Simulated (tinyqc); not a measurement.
Illuminated p-n diode, drift-diffusion by the Gummel loop with Scharfetter-Gummel fluxes: one step of the calculation.

Abrupt junction at x = 0, p side from -Lp, n side to Ln, ohmic contacts. psi is counted from the intrinsic level; n = ni exp((psi - phin)/Vt), p = ni exp((phip - psi)/Vt). Contacts: p side psi = V - Vt ln(Na/ni), p = Na, n = ni^2/Na; n side psi = Vt ln(Nd/ni), n = Nd, p = ni^2/Nd. Constant mobilities, D = mu Vt, Boltzmann statistics, SRH recombination through a mid-gap level, U = (n p - ni^2)/(tp (n + ni) + tn (p + ni)). Current is positive from the p contact to the n contact.

Problem. Recombination and current. U_i as defined. J = Jn at the p contact + Jp at the n contact + q sum w_i U_i - q G sum w_i over the inner nodes, which avoids differences of large majority fluxes: Jn = (q mun Vt/h_0)[n_1 B(d_0) - n_0 B(-d_0)], Jp = (q mup Vt/h_last)[p_(N-1) B(d_last) - p_N B(-d_last)], d_i = (psi_(i+1) - psi_i)/Vt, B(d) = d/(exp(d) - 1), w_i = (h_(i-1) + h_i)/2.

Parameters, values chosen for the exercise; band and dielectric values those of a made-up semiconductor: temperature T = 300 K; electron mobility mun = 880 cm^2/(V s); hole mobility mup = 390 cm^2/(V s); SRH lifetime of electrons tn = 4e-7 s; SRH lifetime of holes tp = 3e-9 s; uniform generation rate G = 1e20 cm^-3 s^-1.

Constants: q = 1.602176634e-19 C, kB = 1.380649e-23 J/K, Vt = kB T/q. Results are converted to the units shown.

```
node	x (nm)	converged psi (V)	converged n (cm^-3)	converged p (cm^-3)
0	-1800	0.05800457	2269.8796	3.3e15
1	-866	0.05807664	2.7392495e10	3.2909802e15
2	-406	0.06306389	3.2546579e10	2.7136290e15
3	-180	0.14311294	6.9462629e11	1.2268867e14
4	-68.3	0.28499799	1.6788619e14	5.0847646e11
5	-13.5	0.38161038	7.0474307e15	1.2988399e10
6	13.5	0.44871767	9.4489531e16	1.5199816e9
7	63.2	0.45670437	1.2869280e17	3.4028233e9
8	155	0.45696312	1.2998736e17	7.6206885e9
9	323	0.45696563	1.2999998e17	1.3330138e10
10	632	0.45696564	1.3000002e17	1.6848588e10
11	1200	0.45696565	1.3e17	57.620019
```

ni = 2.7368965e9 cm^-3

Wanted: U; Jn at the p contact; Jp at the n contact; recombination; generation; J.

Solution.

U, node 0 to 11 (cm^-3 s^-1): 0  6.8481e16  8.1366e16  1.7365e18  1.2055e20  4.3282e18  5.0666e17  1.1343e18  2.5402e18  4.4433e18  5.6161e18  0
Jn at the p contact = 0.0010675 A/cm^2
Jp at the n contact = 4.7916e-4 A/cm^2
recombination = 2.3285e-4 A/cm^2
generation = 0.0036033 A/cm^2
J = -0.0018238 A/cm^2

Program tinyqc, `OMP_NUM_THREADS=1 python tinyqc.py 2240133 2240134 out.jsonl`; Intel Xeon 2.30GHz, shared host, one thread, about 0.8 s.
